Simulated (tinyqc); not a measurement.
Where in the gap a trap does harm: carrier lifetime from Shockley-Read-Hall, radiative, Auger and surface recombination. Computed by tinyqc, a small Python program. Command: `OMP_NUM_THREADS=1 python tinyqc.py 3012827 3012828 out.jsonl lifetime walk`. One thread of a shared host (Intel(R) Xeon(R) Processor @ 2.30GHz), about 0.02 s of CPU time with the checks.

Energies are counted from the top of the valence band. Boltzmann statistics, full ionisation, and equal excess densities of electrons and holes.

Inputs (values chosen for the exercise, with bands modelled on CdS): gap E_g = 2.53 eV; electron mass m_e = 0.196 m_0; valleys M_c = 1; hole mass m_h = 0.774 m_0; temperature T = 300 K; doping N = 1.1e+18 cm^-3; trap level E_t = 1.48 eV; trap density N_t = 2.3e+14 cm^-3; electron cross-section sigma_n = 1.4e-16 cm^2; hole cross-section sigma_p = 3e-16 cm^2.

Doping: n-type. Surface term: two equal surfaces.

Constants: m_0 = 9.1093837015e-31 kg; k_B = 1.380649e-23 J/K; h = 6.62607015e-34 J s; k_B = 8.617333262e-05 eV/K.

Method:
- N_c = 2 M_c (2 pi m_e k_B T/h^2)^(3/2) and N_v = 2 (2 pi m_h k_B T/h^2)^(3/2), masses in units of m_0.
- n_i = sqrt(N_c N_v) exp(-E_g/2 k_B T); majority density N/2 + sqrt(N^2/4 + n_i^2), minority density n_i^2 over it.
- v = sqrt(3 k_B T/m) with m_e or m_h; tau_n0 = 1/(sigma_n v_n N_t), tau_p0 = 1/(sigma_p v_p N_t); n1 = N_c exp(-(E_g - E_t)/k_B T), p1 = N_v exp(-E_t/k_B T).
- Low injection: tau = [tau_p0 (n_0 + n1) + tau_n0 (p_0 + p1)]/(n_0 + p_0). Depleted region (n = p = 0): generation lifetime tau_g = (tau_p0 n1 + tau_n0 p1)/n_i. n1 = N_c exp(-(E_g - E_t)/k_B T), p1 = N_v exp(-E_t/k_B T).

tau_p0 = 1.09170e-06 s

n_0 = 1.10e+18 cm^-3

N_c = 2.17749e+18 cm^-3

tau_n0 = 1.17721e-06 s

p_0 = 1.06443e-23 cm^-3

N_v = 1.70877e+19 cm^-3

n_i = 0.00342180 cm^-3

The same trap at other energies:
```
E_t (eV)  SRH lifetime (s)  generation lifetime (s)
0.152           1.1428e-06               1.6436e+13
0.379           1.0917e-06               2.5256e+09
0.632           1.0917e-06               1.4195e+05
0.885           1.0917e-06               7.9788e+00
1.138           1.0917e-06               4.4846e-04
1.265           1.0917e-06               3.6875e-06
1.392           1.0917e-06               5.3021e-05
1.644           1.0917e-06               9.0711e-01
1.898           1.0917e-06               1.6775e+04
2.150           1.0917e-06               2.8713e+08
2.378           1.0977e-06               1.9423e+12
```

What follows from these numbers?

The SRH lifetime (other channels left aside) stays within 10 % of its least value, among these rows, from E_t = 0.152 to 2.378 eV. The generation lifetime has a sharp minimum, among these rows at 1.265 eV and exactly at 1.293 eV, where tau_p0 n1 = tau_n0 p1, since generation needs two thermal jumps and the larger one rules. Caution: the doping is near the effective density of states, where Boltzmann statistics fail and the gap narrows.

Extremes, crossings and ranges named in words are read from the listed rows.
